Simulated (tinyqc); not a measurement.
From results back to parameters: one-oscillator model of a band gap. Five cases, with inputs chosen for the exercise.

Problem. A gap follows E(T) = E0 - s1 t1/(exp(t1/T) - 1) with the zero-point term ZP = s1 t1/2, which scales as M^(-1/2). The shift of E0 on going from M to M + dM and the limiting slope at high T are given.

Case 1.

Values chosen (out of a larger set: near those of Si; not measured data): M = 28.12 u (mean atomic mass); dM = 1.36 u (change of the mean mass (not bounded by the natural isotopes)).

shift of E0 = 1.106716 meV
limiting slope s1 = 0.313 meV/K

Case 2.

Values chosen (out of a larger set: near those of InAs; not measured data): M = 94.92 u (mean atomic mass); dM = -1.25 u (change of the mean mass (not bounded by the natural isotopes)).

shift of E0 = -0.097699 meV
limiting slope s1 = 0.249 meV/K

Case 3.

Values chosen (out of a larger set: near those of InP; not measured data): M = 72.98 u (mean atomic mass); dM = -3.93 u (change of the mean mass (not bounded by the natural isotopes)).

shift of E0 = -1.207138 meV
limiting slope s1 = 0.402 meV/K

Case 4.

Values chosen (out of a larger set: near those of InAs; not measured data): M = 94.77 u (mean atomic mass); dM = 3.34 u (change of the mean mass (not bounded by the natural isotopes)).

shift of E0 = 0.278757 meV
limiting slope s1 = 0.264 meV/K

Case 5.

Values chosen (out of a larger set: near those of GaN; not measured data): M = 41.87 u (mean atomic mass); dM = -0.56 u (change of the mean mass (not bounded by the natural isotopes)).

shift of E0 = -0.973482 meV
limiting slope s1 = 0.587 meV/K

Find: sqrt(M/(M + dM)); ZP; t1.

Solution. The shift is ZP (1 - sqrt(M/(M + dM))); then t1 = 2 ZP/s1.

Case 1.

sqrt(M/(M + dM)) = 0.976661
ZP = 47.42 meV
t1 = 303 K

Case 2.

sqrt(M/(M + dM)) = 1.006650
ZP = 14.69 meV
t1 = 118 K

Case 3.

sqrt(M/(M + dM)) = 1.028064
ZP = 43.01 meV
t1 = 214 K

Case 4.

sqrt(M/(M + dM)) = 0.982831
ZP = 16.24 meV
t1 = 123 K

Case 5.

sqrt(M/(M + dM)) = 1.006755
ZP = 144.11 meV
t1 = 491 K

Computed by tinyqc, one run a case: `OMP_NUM_THREADS=1 python tinyqc.py N N+1 out.jsonl` with N = 1850592, 1850598, 1850636, 1850642, 1850644; one thread of a shared Intel(R) Xeon(R) Processor @ 2.30GHz, about 0.01 s a run at most.
